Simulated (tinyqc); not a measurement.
# Cahn-Hilliard equation on a periodic one-dimensional grid, step by step

A worked calculation. Computed by tinyqc, a small Python program that keeps every step. Command: `OMP_NUM_THREADS=1 python tinyqc.py 3013247 3013248 out.jsonl cahn walk`. One thread of a shared host (Intel(R) Xeon(R) Processor @ 2.30GHz), about 0.07 s of CPU time with the checks. Intermediate numbers are printed to about 5 digits and carried at full precision; extremes and crossings named in words are read from the listed rows.

Free energy F = h sum_j [A (c_j^2 - 1)^2/4 + (kappa/2) ((c_(j+1) - c_j)/h)^2]; dc/dt = Lap(mu), mu = A (c^3 - c) - kappa Lap(c), Lap(y)_j = (y_(j+1) - 2 y_j + y_(j-1))/h^2, mobility 1; the grid has n = 16 points.

Inputs (values chosen for the exercise, in reduced units):

| quantity | value | unit |
|---|---|---|
| spacing h | 1.1 | - |
| well depth A | 0.83 | - |
| gradient coefficient kappa | 0.57 | - |
| mean composition c0 | 0.061 | - |
| noise amplitude | 0.1 | - |
| time step dt | 0.063 | - |
| end time | 60 | - |

Scheme: explicit Euler.

## Linear stability

f'' = A (3 c0^2 - 1). Mode m has lambda_m = (4/h^2) sin^2(pi m/n) and the rate w_m = -lambda_m (f'' + kappa lambda_m). In the continuum the fastest wavelength is 2 pi sqrt(2 kappa/|f''|) with the rate f''^2/(4 kappa). Explicit steps near c = +-1, where f'' = 2A, are stable for dt < 2/(16 kappa/h^4 + 8 A/h^2).

f'' = -0.82073

Modes of the grid:

| m | lambda_m | w_m |
|---|---|---|
| 1 | 0.1258 | 0.0942 |
| 2 | 0.4841 | 0.2637 |
| 3 | 1.0204 | 0.2440 |
| 4 | 1.6529 | -0.2007 |
| 5 | 2.2854 | -1.1015 |
| 6 | 2.8217 | -2.2224 |
| 7 | 3.1800 | -3.1540 |
| 8 | 3.3058 | -3.5159 |

fastest wavelength = 7.4051

largest rate = 0.29544

explicit limit of dt = 0.17070

3 mode(s) grow; the fastest on the grid is m = 2, while the box holds 2.38 fastest wavelengths. dt is 0.37 of the explicit limit.

## The first step

random numbers: 0.515  -0.568  0.469  0.547  0.942  -0.068  0.299  0.893  0.864  0.496  -0.370  0.334  -0.383  0.301  0.329  0.972

Start: c_j = c0 + amplitude x (z_j - mean of z). c(new) = c + dt Lap(mu).

c at the start: 0.077675  -0.030625  0.073075  0.080875  0.120375  0.019375  0.056075  0.115475  0.112575  0.075775  -0.010825  0.059575  -0.012125  0.056275  0.059075  0.123375

mu at the start: -0.034592  -0.074473  -0.015152  -0.081620  -0.032278  -0.080942  -0.057089  -0.065218  -0.076284  -0.039073  -0.064975  0.017668  -0.055935  -0.015658  -0.077832  -0.049024

c after one step: 0.07485  -0.02546  0.06653  0.08690  0.11527  0.02315  0.05441  0.11532  0.11509  0.07249  -0.00517  0.05144  -0.00620  0.05094  0.06381  0.12263

F at the start = 3.6271

F after one step = 3.6252

## The run

Run to the end time; break off if |c| exceeds 3 or F has risen by more than 1e-9 in more than 30 steps. Domains = stretches with c > c0.

Course:

| step | t | F | min c | max c | domains |
|---|---|---|---|---|---|
| 0 | 0.000 | 3.6271 | -0.03062 | 0.12337 | 3 |
| 19 | 1.197 | 3.6195 | -0.00493 | 0.13190 | 3 |
| 48 | 3.024 | 3.6120 | -0.05540 | 0.15857 | 3 |
| 95 | 5.985 | 3.5744 | -0.19098 | 0.24305 | 3 |
| 143 | 9.009 | 3.4562 | -0.40544 | 0.41453 | 3 |
| 190 | 11.970 | 3.2452 | -0.61808 | 0.58318 | 3 |
| 286 | 18.018 | 2.5720 | -0.82675 | 0.81323 | 2 |
| 381 | 24.003 | 2.4815 | -0.88290 | 0.91911 | 2 |
| 524 | 33.012 | 2.4739 | -0.88198 | 0.92936 | 2 |
| 666 | 41.958 | 2.4684 | -0.87171 | 0.93036 | 2 |
| 809 | 50.967 | 2.4652 | -0.86110 | 0.92964 | 2 |
| 952 | 59.976 | 2.4634 | -0.85398 | 0.92786 | 2 |

c at the end: 0.54661  -0.47041  -0.85398  -0.84469  -0.42497  0.59093  0.90946  0.92786  0.69222  -0.20831  -0.78643  -0.85251  -0.51059  0.50610  0.87285  0.88187

F at the end = 2.4634

steps in which F rose = 0

F never rises by more than 1e-9 in a step. The count of domains goes from 3 in the noise to 2 at the end, and c spans -0.854 to 0.928.

## Interfaces

Continuum wall between c = -1 and +1: c = tanh(x/w), w = sqrt(2 kappa/A), energy s = (2/3) sqrt(2 kappa A). With two walls per domain, the estimate of F at the end is 2 x domains x s. Volume fraction of the +1 phase by the lever rule: (1 + c0)/2.

wall half width w = 1.1720

wall energy s = 0.64849

estimate of F = 2.5939

volume fraction = 0.5305

w/h = 1.0654

The run ends at F = 2.4634, 0.95 of the estimate: close to it, but the extremes of c are -0.854 and 0.928.

Checks made by the program: conservation of the mean (relative difference below 1e-10).
